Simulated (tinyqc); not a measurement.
Biaxially strained (001) channel, valley splitting in an inversion layer: one step of the calculation.

A thin layer grown on a relaxed buffer is stretched in the plane. The two valleys with their long axis along the growth direction (D2) sink against the four in-plane ones (D4); confinement in a triangular well splits them too. Only the lowest subband of each set is kept; one relaxation time, so the weakening of intervalley scattering is left out.

Problem. Strain, stress and splitting. e_par = b1 x, e_perp = -2 (c12/c11) e_par, splitting D = Xu (e_par - e_perp), in-plane stress (c11 + c12 - 2 c12^2/c11) e_par.

Values chosen for this exercise; values close to those of silicon on relaxed silicon-germanium: germanium share of the relaxed buffer x = 0.29; lattice mismatch per unit x b1 = 0.0418; elastic constant c11 = 162 GPa; elastic constant c12 = 62.9 GPa; shear deformation potential Xu = 9.05 eV.

Wanted: e_par; e_perp; D; stress.

Solution.

e_par = 1.212 %
e_perp = -0.9413 %
D = 194.9 meV
stress = 2.134 GPa

Computed by the program tinyqc: `OMP_NUM_THREADS=1 python tinyqc.py 2530071 2530072 out.jsonl`, one thread of a shared Intel Xeon 2.30GHz, about 0.01 s for the whole run.
